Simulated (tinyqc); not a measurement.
The same scatterer in wider strips: conductance of a narrow metal strip with scatterers (square lattice, Green functions).

A strip of W sites across with hard walls, site energy 0 and hopping -t. Mode n = 1 to W has profile chi_n(j) = sqrt(2/(W + 1)) sin(n j pi/(W + 1)) and energy en = -2t cos(n pi/(W + 1)); E = en - 2t cos(kn a). With z_n = exp(i kn a) (Im k > 0 for closed modes, |z| < 1) each lead gives the self-energy -t z_n in mode n. One column carries the site energies v, here a notch at the edge (a site raised out of reach). In the mode basis V_nm = sum_j chi_n(j) v_j chi_m(j), G = (E - en + 2 t z_n - V)^-1, and t_nm = 2t sqrt(sin(kn a) sin(km a)) G_nm in size for open modes. T = sum |t_nm|^2, conductance (2e^2/h) T.

Constants: e^2/h = 3.874045865e-05 S.

Parameters, chosen for this exercise (hopping and spacing of the size met in Cu or Al; the lattice is a model; not measured data): t = 1.04 eV (hopping); a = 2.54 angstrom (spacing); E = -1.49 eV (Fermi energy); v = (50, 0, 0, 0, 0) eV (site energies in the scattering column).

Width (W + 1) a; the strength is the entry of v largest in size. The notch stays one site deep. Added resistance (1/T - 1/M)/(2 e^2/h), M the number of open modes.

Against width:

| W | width (angstrom) | M | T | T/M | added resistance (ohm) |
|---|---|---|---|---|---|
| 3 | 10.2 | 2 | 1.0817 | 0.5409 | 5478.0 |
| 4 | 12.7 | 2 | 1.9152 | 0.9576 | 285.6 |
| 5 | 15.2 | 3 | 2.2486 | 0.7495 | 1437.6 |
| 6 | 17.8 | 4 | 3.0423 | 0.7606 | 1015.7 |
| 8 | 22.9 | 5 | 4.1255 | 0.8251 | 547.2 |
| 10 | 27.9 | 6 | 5.2315 | 0.8719 | 316.0 |
| 14 | 38.1 | 8 | 7.5461 | 0.9433 | 97.0 |
| 20 | 53.3 | 12 | 11.2102 | 0.9342 | 75.8 |

How do the results move, and what explains it?

The added resistance is 5478 ohm at W = 3 and 75.8 at W = 20; from W = 10 to 20 it changes by a factor 0.24, where 1/M gives 0.50 and 1/M^2 gives 0.25. A point scatterer removes at most one unit of M (here 0.08 to 0.96), so its resistance is at most 1/(M (M - 1)) in units of h/2e^2, without bound for M = 1, with jumps where modes open or where the site sits near a node of the open modes; the largest value is at W = 3 (5478 ohm).

Computed by tinyqc, a small Python program: `OMP_NUM_THREADS=1 python tinyqc.py 1450922 1450923 out.jsonl` (the numbers bound the seed that draws the inputs); one thread of a shared host (Intel(R) Xeon(R) Processor @ 2.30GHz), about 0.01 s for the whole set of steps.
